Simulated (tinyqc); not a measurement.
# Schottky barrier on an n-type semiconductor, non-linear Poisson equation by Newton steps: two studies

One dimension, metal at x = 0, donor density C(x) = Nd, uniform. Energies are counted from the electron Fermi level of the semiconductor and the conduction-band edge is Ec = -psi, so n = Nc exp(psi/Vt); holes follow the Fermi level of the metal, at -V, so p = Nv exp((V - psi - Eg)/Vt). Ends: psi(0) = V - phiB and psi = Vt ln(Nd/Nc) deep inside. Boltzmann statistics, full ionisation, no current, no image force in the Poisson equation.

Values chosen for this exercise; band and dielectric values close to those of 4H silicon carbide: temperature T = 400 K; band gap Eg = 3.3 eV; relative permittivity eps_r = 9.84; conduction-band density of states at T Nc = 2.62e19 cm^-3; valence-band density of states at T Nv = 3.86e19 cm^-3; donor density deep in the semiconductor Nd = 6.4e16 cm^-3; barrier height phiB = 1.67 eV; bias of the metal against the semiconductor V = 0.54 V.

Constants: q = 1.602176634e-19 C, kB = 1.380649e-23 J/K, Vt = kB T/q, eps0 = 8.8541878128e-14 F/cm where lengths are in cm. Results are converted to the units shown.

Each table varies one quantity; the others keep the values above.

## Capacitance-voltage profiling

The Poisson equation d/dx(eps0 eps_r dpsi/dx) = -q (p - n + C) is solved on a mesh of about 1000 nodes or more that ends in neutral material. C_s = q d/dV of the integral of n over x, from the linearised equation. Probed depth w = eps0 eps_r/C_s; apparent doping N_app = C_s^3/(q eps0 eps_r dC_s/dV), the derivative by central differences over +/- 0.02 V.

The same in every row: true C(w) (cm^-3) = 6.400e16.

Results:
```
V (V)  C_s (nF/cm^2)  w (nm)  N_app (cm^-3)  |E_0| (kV/cm)
0              55.92   155.8       6.399e16          183.4
-0.56          47.40   183.8       6.400e16          216.3
-1.11          41.95   207.7       6.400e16          244.4
-1.67          37.97   229.5       6.400e16          270.1
-2.22          34.99   249.0       6.400e16          293.0
-2.78          32.58   267.4       6.400e16          314.7
-3.33          30.64   284.4       6.400e16          334.7
-3.89          28.98   300.6       6.400e16          353.8
-5             26.36   330.5       6.400e16          389.0
```

Estimate the missing row, V = -4.44 V.

Computed row:
```
V (V)  C_s (nF/cm^2)  w (nm)  N_app (cm^-3)  |E_0| (kV/cm)
-4.44          27.59   315.8       6.400e16          371.7
```

With this row back in the table: C_s falls from 55.9 to 26.4 nF/cm^2 while the probed depth goes from 156 to 331 nm. The apparent doping stays near 6.40e16 cm^-3. It departs most from the true doping at that depth for V = 0 V, where it is 0.012 % below it; so the doping is read well over the depths probed, the small gap being the error of the finite difference in V.

## Effect of the relative permittivity

First integral for uniform doping: E_0^2 = (2 q/(eps0 eps_r)) [Nd (U - Vt + Vt exp(-U/Vt)) + Vt p_0], U = Vbi - V, Vbi = phiB - Vt ln(Nc/Nd), p_0 = Nv exp((phiB - Eg)/Vt) (deep holes neglected). Image-force lowering dphi = sqrt(q E_0/(4 pi eps0 eps_r)), at x_m = sqrt(q/(16 pi eps0 eps_r E_0)). W = sqrt(2 eps0 eps_r U/(q Nd)).

The same in every row: Vbi (V) = 1.4627; p_0/Nd = 1.7511e-18.

Effect of the relative permittivity:
```
eps_r  W (nm)  E_0 (kV/cm)  dphi (mV)  exp(dphi/Vt)
6      97.779       185.17     66.663        6.9170
8      112.91       160.36     53.725        4.7524
10     126.23       143.43     45.446        3.7376
12     138.28       130.93     39.638        3.1580
14     149.36       121.22     35.310        2.7854
16     159.67       113.39     31.945        2.5264
18     169.36       106.91     29.244        2.3360
20     178.52       101.42     27.022        2.1901
```

As eps_r goes from 6 to 20, the surface field falls from 185 to 101 kV/cm, the lowering falls from 66.7 to 27.0 mV and W rises from 97.8 to 179 nm. Over the table the lowering goes as eps_r^(-0.75); the depletion formulas give -3/4.

Program tinyqc, `OMP_NUM_THREADS=1 python tinyqc.py 2020118 2020119 out.jsonl`; Intel Xeon 2.30GHz, shared host, one thread, about 0.05 s.
